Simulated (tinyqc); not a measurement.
Inside a calculation. Model: thin-film transistor with exponential tail and deep states, accumulation layer.

Computed by the program tinyqc: `OMP_NUM_THREADS=1 python tinyqc.py 2610130 2610131 out.jsonl`, one thread of a shared Intel Xeon 2.30GHz, about 0.01 s for the whole run. Printed values are rounded.

An undoped film in accumulation, thicker than the space-charge layer. With band bending psi the Fermi level lies E0 - psi below the band edge. Free electrons n = n0 exp(psi/Vt) carry the current; electrons in two exponential distributions of traps, a = a0 exp(psi/Va) and d = d0 exp(psi/Vp), do not. Linear regime, ohmic contacts, traps in equilibrium.

Inputs (values chosen for the exercise); values close to those of amorphous indium gallium zinc oxide: temperature T = 300 K; relative permittivity of the semiconductor eps_r = 10; density of extended states Nc = 3.9e18 cm^-3; band mobility mb = 20 cm^2/(V s); total density of tail states Nt = 5e18 cm^-3; characteristic temperature of the tail Tt = 360 K; total density of deep states Nd = 8e16 cm^-3; characteristic temperature of the deep states Td = 2160 K; bulk Fermi level below the band edge E0 = 0.52 eV; gate capacitance Ci = 20 nF/cm^2; ratio W/L WL = 5; drain voltage Vd = 0.05 V; gate voltage above flat band Vg = 9.3 V.

Constants: q = 1.602176634e-19 C, kB = 1.380649e-23 J/K, Vt = kB T/q, eps0 = 8.8541878128e-14 F/cm where lengths are in cm. Results are converted to the units shown.

Range of the model: The th form assumes a Fermi level far below the band edge; at the surface it overcounts the filled tail by a factor of about 2.6.

## Bulk densities

Va = kB Tt/q, Vp = kB Td/q; n0 = Nc exp(-E0/Vt), a0 = Nt th(T/Tt) exp(-E0/Va), d0 = Nd th(T/Td) exp(-E0/Vp), th(x) = pi x/sin(pi x).

Va = 0.03102240 V
Vp = 0.1861344 V
th(T/Tt) = 5.235988
n0 = 7.168843e9 cm^-3
a0 = 1.374957e12 cm^-3
d0 = 5.054511e15 cm^-3

## Iteration 1: surface potential by Newton steps

psi at the start = 0.42 V

Va = kB Tt/q, Vp = kB Td/q. G(psi) = sum over the three kinds of c0 [V (exp(psi/V) - 1) - psi], field F = sqrt(2 q G/(eps0 eps_r)); Vg = psi + eps0 eps_r F/Ci at the surface. f = psi + eps0 eps_r F/Ci - Vg, f' = 1 + q rho/(Ci F) with rho = sum c0 (exp(psi/V) - 1); psi(new) = psi - f/f'.

F = 120.8626 kV/cm
f = -3.529300 V
f' = 78.35619
psi after iteration 1 = 0.4650417 V

## Iteration 2: surface potential by Newton steps

As before.

F = 239.3547 kV/cm
f = 1.761500 V
f' = 167.4774
psi after iteration 2 = 0.4545239 V

## Course of the iteration: surface potential by Newton steps

Stop when psi changes by less than 1e-10 V, or after 30 iterations. psi must stay between 0 and 5 V.

Course of the iteration:
```
iteration,psi (V),|change| (V)
1,0.4650417,0.0450
2,0.4545239,0.0105
3,0.4534815,1.04e-3
4,0.4534722,9.22e-6
5,0.4534722,7.14e-10
6,0.4534722,< 1e-14
```

Converged in 6 iterations. At the end the number of correct digits about doubles with each step.

## Free and total charge, current

psi_s = 0.4534722 V

Va = kB Tt/q, Vp = kB Td/q. G(psi) = sum over the three kinds of c0 [V (exp(psi/V) - 1) - psi], field F = sqrt(2 q G/(eps0 eps_r)); Vg = psi + eps0 eps_r F/Ci at the surface. Total charge Q = Ci (Vg - psi_s); free charge Qf = q times the integral of n0 (exp(psi/Vt) - 1)/F over psi from 0 to psi_s; I = (W/L) mb Qf Vd; effective mobility mb Qf/Q.

surface densities (cm^-3): free 2.974728e17, tail 3.066344e18, deep 5.777427e16
Q = 176.9306 nC/cm^2
Qf = 9.654678 nC/cm^2
effective mobility = 1.091352 cm^2/(V s)
I = 48.27339 nA

5.46 % of the induced charge is free, against 8.69 % of the electrons right at the surface.
